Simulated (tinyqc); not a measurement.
Localisation in a chain with random site energies (transfer matrices), step by step. Values are carried at full precision from step to step, so a last printed digit may differ when a step is redone from the rounded ones.

Hopping -t; leads with site energy 0, E = -2t cos(ka). psi_(j+1) = ((e_j - E)/t) psi_j - psi_(j-1), a product of matrices M_j = [[(e_j - E)/t, -1], [1, 0]]. For M = M_N ... M_1 the transmission is T = 4 sin^2(ka)/|M21 - M12 + M22 exp(ika) - M11 exp(-ika)|^2. Long samples draw e_j = W (x_j/2147483647 - 1/2) from x_j = 16807 x_(j-1) mod 2147483647, starting at x0. The localisation length xi, in sites, is defined by ln T = -2N/xi on average; weak disorder gives xi = 24 (4t^2 - E^2)/W^2, and the mean free path for backscattering is xi/2.

Values chosen for the exercise: t = 0.92 eV (hopping); E = -0.28 eV (energy); e = (-0.3, 0.99, 0.65, 1.04, -0.44, 0.48, 0.74, -0.43) eV (site energies of the short sample); W = 2.16 eV (full width of the disorder); a = 4.5 angstrom (spacing).

## The product of transfer matrices

Multiply site by site and give T for each length.

Running product:
```
j  (e_j - E)/t      M11      M12      M21      M22       T
1      -0.0217  -0.0217  -1.0000   1.0000   0.0000  0.9735
2       1.3804  -1.0300  -1.3804  -0.0217  -1.0000  0.6641
3       1.0109  -1.0195  -0.3954  -1.0300  -1.3804  0.6404
4       1.4348  -0.4327   0.8131  -1.0195  -0.3954  0.9750
5      -0.1739   1.0947   0.2540  -0.4327   0.8131  0.9559
6       0.8261   1.3370  -0.6032   1.0947   0.2540  0.8101
7       1.1087   0.3876  -0.9228   1.3370  -0.6032  0.8696
8      -0.1630  -1.4002   0.7537   0.3876  -0.9228  0.7293
```

T is 0.7293 for the whole sample and does not fall steadily (it rises at j = 4 and 7): reflected waves interfere. The determinant of M stays 1.

## The same sites added without interference

One site alone reflects R_j = e_j^2/(e_j^2 + 4t^2 - E^2); incoherent addition sums R/(1 - R), and T = 1/(1 + sum).

R_j: 0.0265  0.2286  0.1133  0.2464  0.0553  0.0651  0.1421  0.0529

sum of R/(1 - R) = 1.1281
T without interference = 0.4699

The coherent product gives 0.7293 for this sample.

## Weak-disorder lengths

Form ka, xi, xi a and the mean free path xi a/2.

ka = 1.4180 rad
xi = 17.01 sites

lengths (nm): localisation 7.656, mean free path 3.828

The formula needs xi well above one site.

## Checks

- T from the product against the Green function: both 0.72931.

Run: tinyqc, `OMP_NUM_THREADS=1 python tinyqc.py 1452104 1452105 out.jsonl`; Intel(R) Xeon(R) Processor @ 2.30GHz, one thread, shared host; about 0.04 s of CPU time with all checks.
